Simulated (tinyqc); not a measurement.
UKS/PBE in the sto-6g basis, for H3, spin multiplicity 2, step by step. One step of it, computed by the program tinyqc.

Task: Iteration 2: building the Kohn-Sham matrix. J_ij = sum D_kl (ij|kl) with D = D(alpha) + D(beta); F = H + J + V_xc; E = tr D H + tr D J / 2 + E_xc + E_nn.

D(alpha) after iteration 1, order 1H 1s, 2H 1s, 3H 1s:
$$\begin{pmatrix}
0.424219 & 0.232662 & 0.232461 \\
0.232662 & 0.668277 & -0.413391 \\
0.232461 & -0.413391 & 0.668476
\end{pmatrix}$$

D(beta) after iteration 1, order 1H 1s, 2H 1s, 3H 1s:
$$\begin{pmatrix}
0.540437 & 0.214018 & 0.213861 \\
0.214018 & 0.084753 & 0.084691 \\
0.213861 & 0.084691 & 0.084629
\end{pmatrix}$$

core Hamiltonian H = T + V (hartree), order 1H 1s, 2H 1s, 3H 1s:
$$\begin{pmatrix}
-1.258150 & -0.518537 & -0.518679 \\
-0.518537 & -1.096428 & -0.127130 \\
-0.518679 & -0.127130 & -1.096482
\end{pmatrix}$$

Two-electron integrals (ij|kl) in chemists' order, unique and non-zero (hartree):
```
(11|11) 0.774999   (21|11) 0.182369   (21|21) 0.061932   (22|11) 0.383141
(22|21) 0.182369   (22|22) 0.774999   (31|11) 0.182427   (31|21) 0.044029
(31|22) 0.097535   (31|31) 0.061967   (32|11) 0.036388   (32|21) 0.011578
(32|22) 0.032643   (32|31) 0.011581   (32|32) 0.002741   (33|11) 0.383188
(33|21) 0.097516   (33|22) 0.231603   (33|31) 0.182427   (33|32) 0.032643
(33|33) 0.774999
```

nuclear repulsion = 1.02531976 hartree

V_xc(alpha) (hartree), order 1H 1s, 2H 1s, 3H 1s:
$$\begin{pmatrix}
-0.454135 & -0.129244 & -0.129297 \\
-0.129244 & -0.463544 & -0.026256 \\
-0.129297 & -0.026256 & -0.463579
\end{pmatrix}$$

V_xc(beta) (hartree), order 1H 1s, 2H 1s, 3H 1s:
$$\begin{pmatrix}
-0.466447 & -0.115891 & -0.115923 \\
-0.115891 & -0.334379 & -0.022730 \\
-0.115923 & -0.022730 & -0.334327
\end{pmatrix}$$

E_xc = sum of w rho eps_xc = -1.03155832 hartree

Give: Coulomb J; F(alpha); F(beta); total energy of this density.

Result:

Coulomb J (hartree), order 1H 1s, 2H 1s, 3H 1s:
$$\begin{pmatrix}
1.6265 & 0.4737 & 0.4738 \\
0.4737 & 1.3561 & 0.1031 \\
0.4738 & 0.1031 & 1.3562
\end{pmatrix}$$

F(alpha) (hartree), order 1H 1s, 2H 1s, 3H 1s:
$$\begin{pmatrix}
-0.0857 & -0.1741 & -0.1741 \\
-0.1741 & -0.2038 & -0.0502 \\
-0.1741 & -0.0502 & -0.2039
\end{pmatrix}$$

F(beta) (hartree), order 1H 1s, 2H 1s, 3H 1s:
$$\begin{pmatrix}
-0.0981 & -0.1607 & -0.1608 \\
-0.1607 & -0.0747 & -0.0467 \\
-0.1608 & -0.0467 & -0.0746
\end{pmatrix}$$

total energy of this density = -1.518988 hartree
